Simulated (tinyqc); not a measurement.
The integration grid: Kohn-Sham PBE on finer and finer grids in the sto-6g basis, for BeH, spin multiplicity 2. Computed by the program tinyqc with PySCF. 

Geometry (angstrom):

| atom | x | y | z |
|---|---|---|---|
| Be | 0.0000 | 0.0000 | 0.0000 |
| H | 0.0000 | 0.0000 | 1.7110 |

Self-consistent on each grid; the net force on the molecule should vanish.

Kohn-Sham energy on Becke grids (radial x angular points per atom):

| grid | points | residual of the electron count | E (hartree) | E - finest (mhartree) | largest net force without grid terms (hartree/bohr) |
|---|---|---|---|---|---|
| 10 x 14 | 275 | -1.73e-02 | -15.11961 | 8.24629 | 2.00e-03 |
| 15 x 26 | 772 | -2.57e-03 | -15.12890 | -1.04314 | 1.57e-03 |
| 20 x 50 | 1988 | -3.24e-04 | -15.12782 | 0.03943 | 4.33e-05 |
| 30 x 86 | 5143 | -7.13e-05 | -15.12784 | 0.02384 | 2.66e-05 |
| 50 x 194 | 19370 | 8.74e-07 | -15.12786 | -0.00023 | 3.24e-06 |
| 75 x 302 | 45240 | -1.15e-07 | -15.12786 | 0.00000 | 4.03e-07 |
| 120 x 590 | 141453 | 1.20e-08 | -15.12786 | 0.00000 | 2.23e-09 |

The energy is within 0.1 mhartree of the finest grid first at 20 x 50. The error has both signs, since quadrature is not variational. The electron count and the net force are cheap signs of a poor grid.
